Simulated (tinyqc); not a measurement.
What sets the screening length: static screening by free carriers.

kF = (3 pi^2 n/Mv)^(1/3), EF = c kF^2/m with c = hbar^2/2m0, n in 1/angstrom^3 (1e-24 per 1/cm^3), e2 = e^2/(4 pi eps0). Thomas-Fermi: qTF^2 = 6 pi e2 n/(eps EF). Debye: qD^2 = 4 pi e2 n/(eps kB T).

F_j(eta) = (1/Gamma(j + 1)) integral_0^infinity x^j dx/(1 + exp(x - eta)), which tends to exp(eta) for eta << 0.

At finite T: qs^2 = qD^2 F_-1/2(eta)/F_1/2(eta), where n = Mv N F_1/2(eta) and N = 2 (m kB T/(4 pi c))^(3/2) with c = hbar^2/2m0, in 1/angstrom^3; times 1e24 for 1/cm^3.

Constants: hbar^2/2m0 = 3.80998211 eV angstrom^2; e^2/(4 pi eps0) = 14.39964547 eV angstrom; kB = 8.617333262e-05 eV/K.

Inputs chosen for the exercise (near those of Ge; not measured data):
```
symbol  value    unit    meaning
n       8.7e+17  1/cm^3  carrier density
m       0.2199   m0      mass of one isotropic valley
Mv      4                valleys
eps     16.1             background dielectric constant
T       300      K
```

All results formed anew.

One parameter was then changed.

Results before and after:
```
case     Debye (angstrom)  Thomas-Fermi (angstrom)  finite T (angstrom)
base                51.42                    20.22                52.18
changed             56.33                    20.22                56.96
```

Which of these changes was made? (a) m = 0.2859 m0; (b) Mv = 5; (c) n = 1.74e+18 1/cm^3; (d) eps = 19.32; (e) T = 360 K.

Answer: (e) T = 360 K. Of the candidates, run in turn, only this one gives the changed row.

All candidates:
```
case                 Debye (angstrom)  Thomas-Fermi (angstrom)  finite T (angstrom)
base                            51.42                    20.22                52.18
n = 1.74e+18 1/cm^3             36.36                    18.01                37.42
m = 0.2859 m0                   51.42                    17.73                51.93
eps = 19.32                     56.33                    22.15                57.16
T = 360 K                       56.33                    20.22                56.96
Mv = 5                          51.42                    18.77                52.02
```

(tinyqc, `OMP_NUM_THREADS=1 python tinyqc.py 1681579 1681580 out.jsonl`, Intel(R) Xeon(R) Processor @ 2.30GHz, 1 thread, shared host, about 0.01 s.)
